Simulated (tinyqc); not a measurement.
Inside a calculation. Model: strain, valley repopulation and piezoresistance in a many-valley conduction band. Computed by tinyqc, a small Python program that keeps every step. Command: `OMP_NUM_THREADS=1 python tinyqc.py 3001208 3001209 out.jsonl valleys walk`. One thread of a shared host (Intel(R) Xeon(R) Processor @ 2.30GHz), about 0.01 s of CPU time with the checks. Intermediate numbers are printed to about 6 digits and carried at full precision; extremes and crossings named in words are read from the listed rows.

Valleys are ellipsoids with mass m_l along the axis a and m_t across it, parabolic, with one constant relaxation time; strain shifts the valleys and leaves the masses alone. Currents are taken along [111], along the load, and along [1-10], across the load.

Inputs (values chosen for the exercise, modelled on silicon):

| quantity | value | unit |
|---|---|---|
| longitudinal mass m_l | 0.914 | m_0 |
| transverse mass m_t | 0.192 | m_0 |
| shear deformation potential Xi_u | 9.32 | eV |
| dilation deformation potential Xi_d | 1.1 | eV |
| C11 | 165 | GPa |
| C12 | 63.9 | GPa |
| C44 | 79.3 | GPa |
| stress X (tension positive) | 66 | MPa |
| electron density n | 1.5e+17 | 1/cm^3 |
| relaxation time tau | 42 | fs |
| temperature T | 150 | K |

Valley axes: <100> (6 valleys in 3 pairs). Load: uniaxial [111].

Constants: k_B = 8.617333262e-05 eV/K; m_0 = 9.1093837015e-31 kg; k_B = 1.380649e-23 J/K; hbar = 1.054571817e-34 J s; e = 1.602176634e-19 C.

## Strain

Compliances S11 = (C11 + C12)/((C11 - C12)(C11 + 2 C12)), S12 = -C12/((C11 - C12)(C11 + 2 C12)), S44 = 1/C44; stress sigma_ij = X n_i n_j for the unit vector n of the load; e_xx = S11 sigma_xx + S12 (sigma_yy + sigma_zz), e_xy = S44 sigma_xy/2 (tensor strain).

strain tensor (%):
```
           x          y          z
x  0.0075137  0.0138714  0.0138714
y  0.0138714  0.0075137  0.0138714
z  0.0138714  0.0138714  0.0075137
```

## Valley shifts

Herring-Vogt shift of a valley with unit axis a: dE = Xi_d tr(e) + Xi_u a.e.a.

shifts dE (meV): x 0.948224, y 0.948224, z 0.948224

splitting (highest minus lowest) = 0 meV

All valleys make the same angle with this load, so they shift alike and nothing repopulates.

## Populations

Each of the 6 valleys holds n_v = N_v (2/sqrt(pi)) F_1/2((E_F - dE_v)/(k_B T)), N_v = 2 (m_d k_B T/(2 pi hbar^2))^(3/2), m_d = (m_l m_t^2)^(1/3); E_F solves sum n_v = n and is counted from the unstrained edge. F_j(eta) = int_0^infinity x^j/(1 + exp(x - eta)) dx, without a gamma-function factor. It is evaluated after integrating by parts. Integrals over x = E/(k_B T) use 160 Gauss-Legendre points in u = sqrt(x) from 0 to sqrt(max(eta, 0) + 32).

Fermi level E_F = -52.9680 meV

share of the electrons (per pair): x 0.333333, y 0.333333, z 0.333333

## Mobility tensor and resistance change

Mobility tensor mu = e tau sum_v (n_v/n) [1/m_t + (1/m_l - 1/m_t) a a^T]; unstrained mu_0 = e tau (1/m_l + 2/m_t)/3; resistivity along d from the inverse tensor, rho_d = d.mu^-1.d/(n e), mobility along d = 1/(d.mu^-1.d); gauge pi_d = (rho_d/rho_0 - 1)/X.

mobility tensor (cm^2/(V s)):
```
         x        y        z
x  283.435    0.000    0.000
y    0.000  283.435    0.000
z    0.000    0.000  283.435
```

unstrained mobility mu_0 = 283.435 cm^2/(V s)

mobility along the first direction = 283.435 cm^2/(V s)

mobility along the second direction = 283.435 cm^2/(V s)

resistance change along the first direction = 0 %

resistance change along the second direction = 0 %

The mobility lies between e tau/m_l = 80.8 and e tau/m_t = 385; the trace stays at 3 mu_0.

## Linear piezoresistance coefficients

With eta_0 the reduced Fermi level without strain, r = F_-1/2(eta_0)/(2 F_1/2(eta_0)) (1 for a classical gas) and c = r (Xi_u/k_B T) (m_l - m_t)/(2 m_l + m_t): pi11 = -(2/3) c (S11 - S12), pi12 = -pi11/2, pi44 = 0, with S11 - S12 = 1/(C11 - C12).

eta_0 = -4.17114

degeneracy factor r = 0.994604

pi11 = -169.023 1e-11/Pa

pi12 = 84.5114 1e-11/Pa

pi44 = 0 1e-11/Pa

The gas is classical, so the coefficients follow 1/T.

Checks made by the program: trace of the tensor against 3 mu_0 (relative difference below 1e-10); linear coefficients against the full calculation at 0.01 MPa (relative difference below 1e-10).
